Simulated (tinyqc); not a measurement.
Long-channel MOSFET, surface-potential model: two steps of the calculation.

n-channel transistor on a uniformly doped p-type body, gradual-channel approximation, constant mobility, Boltzmann statistics, full ionisation. Potentials are counted from the neutral body; V is the electron quasi-Fermi potential, Vsb at the source and Vsb + Vds at the drain. Charges are magnitudes per area.

Values chosen for this exercise; material values close to those of silicon:
- T = 273 K (temperature)
- Eg = 1.13 eV (band gap)
- eps_r = 11.8 (relative permittivity of the semiconductor)
- Nc = 2.4e19 cm^-3 (conduction-band density of states at T)
- Nv = 2.26e19 cm^-3 (valence-band density of states at T)
- Na = 8.4e16 cm^-3 (acceptor density of the body)
- eox = 25.6 (relative permittivity of the gate insulator)
- tox = 49 nm (insulator thickness)
- Vfb = -0.36 V (flat-band voltage)
- mu = 180 cm^2/(V s) (channel mobility)
- W = 5 um (gate width)
- L = 0.5 um (gate length)
- Vsb = 2 V (source-body reverse bias)
- Vds = 0.2 V (drain-source voltage)

Constants: q = 1.602176634e-19 C, kB = 1.380649e-23 J/K, Vt = kB T/q, eps0 = 8.8541878128e-14 F/cm where lengths are in cm. Results are converted to the units shown.

Problem 1. Body potential, insulator capacitance and body factor. ni = sqrt(Nc Nv) exp(-Eg/(2 Vt)), Eg in volts; phiF = Vt ln(Na/ni); Cox = eps0 eox/tox; gamma = sqrt(2 q eps0 eps_r Na)/Cox. VT = Vfb + 2 phiF + gamma sqrt(2 phiF + Vsb), m = 1 + gamma/(2 sqrt(2 phiF + Vsb)).

Find: ni; phiF; Cox; gamma; VT; m.

Solution 1.

ni = 8.6467e8 cm^-3
phiF = 0.43267 V
Cox = 0.46259 uF/cm^2
gamma = 0.36252 V^0.5
VT = 1.1190 V
m = 1.1071

Problem 2. Pao-Sah current by Simpson's rule. I = mu (W/L) integral of Qi dV; Simpson's rule on the 9 points, step Vds/8, weights 1, 4, 2, ..., 4, 1 times step/3.

Qi, Pao-Sah, point 0 to 8 (nC/cm^2): 52.080048  42.000123  32.438855  23.595034  15.764180  9.3498820  4.7571817  2.0627566  0.79323068

Find: Pao-Sah current.

Solution 2.

Pao-Sah current = 7.002 uA

Gauss-Legendre quadrature on many points gives 7.003 uA, so this value is within 0.01 % of it; the charge-sheet current, 6.900 uA, is 1.5 % below it.

Computed by the program tinyqc: `OMP_NUM_THREADS=1 python tinyqc.py 2360086 2360087 out.jsonl`, one thread of a shared Intel Xeon 2.30GHz, about 0.03 s for the whole run.
